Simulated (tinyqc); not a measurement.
# From one set of inputs to another, one input at a time

Model: implant damage, amorphisation by cascade overlap, and solid-phase epitaxial regrowth. Computed by tinyqc, a small Python program. Command: `OMP_NUM_THREADS=1 python tinyqc.py 3113805 3113806 out.jsonl sper ladder`. One thread of a shared host (Intel(R) Xeon(R) Processor @ 2.30GHz), about 0.02 s of CPU time with the checks.

Range and width of the damage are inputs. Dynamic annealing enters only through the surviving share f.

The inputs printed are set A. Set A is modelled on silicon ions in silicon; the values taken over come from a set modelled on indium ions in germanium. Inputs not listed in the table keep their values of set A, so the rows need not describe a real material.

Inputs (values chosen for the exercise, modelled on silicon ions in silicon):
```
quantity                           value    unit
atomic density N                    49.9  1/nm^3
ion Z1                                14       -
ion mass M1                           28       u
target Z2                             14       -
target mass M2                     28.09       u
ion energy E                          82     keV
displacement energy E_d               16      eV
depth of the damage peak R_d          85      nm
width of the damage profile s_d       49      nm
share of defects that survive f     0.91       -
critical displaced share x_c        0.17       -
dose Q                           5.8e+14  1/cm^2
regrowth prefactor v0            3.4e+15    nm/s
regrowth energy E_a                 2.68      eV
anneal temperature                   621       C
rate relative to (100)              0.33       -
peak enhancement by the dopant       6.1       -
ramp rate                            9.8     K/s
```

Constants: a_0 = 0.529177210903 angstrom; e^2/(4 pi eps_0) = 14.39964548 eV angstrom; k_B = 8.617333262e-05 eV/K.

Method:
- Robinson partition: eps = E a M2/(Z1 Z2 (e^2/(4 pi eps_0)) (M1 + M2)), a = 0.8853 a_0/sqrt(Z1^(2/3) + Z2^(2/3)); k = 0.0793 Z1^(2/3) Z2^(1/2) (M1 + M2)^(3/2)/((Z1^(2/3) + Z2^(2/3))^(3/4) M1^(3/2) M2^(1/2)); damage energy T_d = E/(1 + k (eps + 0.40244 eps^(3/4) + 3.4008 eps^(1/6))); displacements nu = 0.8 T_d/(2 E_d).
- Displaced share x(z) = f nu Q exp(-(z - R_d)^2/(2 s_d^2))/(sqrt(2 pi) s_d N); the layer is amorphous where x > x_c, between R_d -/+ s_d sqrt(2 ln(x_max/x_c)), the upper edge being cut at the surface. Threshold dose Q_c = Q x_c/x_max.
- v = v0 x orientation factor x exp(-E_a/(k_B T)) x [1 + (enhancement - 1) exp(-(z - R_d)^2/(2 s_d^2))], T = anneal temperature + 273.15 K; the dopant is taken to follow the damage profile; the lower front moves from the lower edge z2 to the surface, or to the middle (z1 + z2)/2 of a buried layer with upper edge z1; time = int dz/v; the equivalent undoped distance is that time times the undoped velocity.
- On a linear ramp from 200 C regrowth ends at the T_f where int v_undoped dT/(ramp rate) equals the equivalent undoped distance.

Each row keeps all changes above it:
```
input moved                        from    to  threshold dose Q_c (1/cm^2)  time with enhancement (s)  temperature at which regrowth ends (C)
set A                                 -     -                   1.0900e+14                 5.1522e+01                                  701.26
anneal temperature (C)              621   455                   1.0900e+14                 1.4311e+05                                  701.26
peak enhancement by the dopant      6.1   2.7                   1.0900e+14                 2.7476e+05                                  720.39
critical displaced share x_c       0.17  0.19                   1.2182e+14                 2.6761e+05                                  719.60
ramp rate (K/s)                     9.8   180                   1.2182e+14                 2.6761e+05                                  814.50
ion energy E (keV)                   82    59                   1.5770e+14                 1.1883e+05                                  786.31
share of defects that survive f    0.91  0.47                   3.0534e+14                 7.3951e+04                                  770.48
depth of the damage peak R_d (nm)    85    19                   3.0534e+14                 9.6517e+04                                  779.31
```

Threshold dose Q_c goes from 1.09e14 to 3.05e14, a factor 2.80 in all. The largest single move comes from share of defects that survive f (a factor 1.94). Time with enhancement goes from 51.5 to 96500, a factor 1870 in all. The largest single move comes from anneal temperature (a factor 2780), and ion energy E works against it (a factor 0.444). Temperature at which regrowth ends goes from 701 to 779, a factor 1.11 in all. The largest single move comes from ramp rate (a factor 1.13), and ion energy E works against it (a factor 0.965). The single moves hold for this order of the switches; the total does not depend on the order.

Extremes, crossings and ranges named in words are read from the listed rows.
